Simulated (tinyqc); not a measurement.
Inside a calculation. Method: Pariser-Parr-Pople SCF with singles CI, for the molecule C=CC(=O)C=CO (SMILES; centres numbered as the heavy atoms are written). One step of it, computed by the program tinyqc.

Task: Iteration 2: orbitals and new P. Diagonalise F (the basis is taken as orthonormal) and form P = 2 sum c c over the lowest orbitals.

F (eV), lower triangle:
```
,1C,2C,3C,4O,5C,6C,7O
1C,-4.127910
2C,-4.834406,-4.399998
3C,-0.313674,-3.395328,-3.481041
4O,0.509653,0.072692,-4.440096,-8.764313
5C,0.171720,-0.048489,-3.592491,0.257583,-4.623827
6C,0.161086,0.107085,-0.402448,0.493279,-4.586913,-4.677905
7O,-0.079253,-0.027888,0.200060,-0.183432,0.598483,-3.600811,-12.700037
```

pi electrons, sum of z_r less the charge = 8

Give: orbital energies; P after iteration 2.

Result:

orbital energies (eV): -14.271  -12.412  -9.397  -8.858  -1.437  0.663  2.937

P after iteration 2, lower triangle:
```
,1C,2C,3C,4O,5C,6C,7O
1C,0.871
2C,0.918,1.024
3C,0.183,0.382,0.682
4O,-0.266,-0.060,0.680,1.605
5C,-0.120,0.010,0.449,-0.126,1.104
6C,-0.134,-0.077,0.207,-0.264,0.833,0.842
7O,0.065,0.024,-0.111,0.110,-0.251,0.380,1.873
```
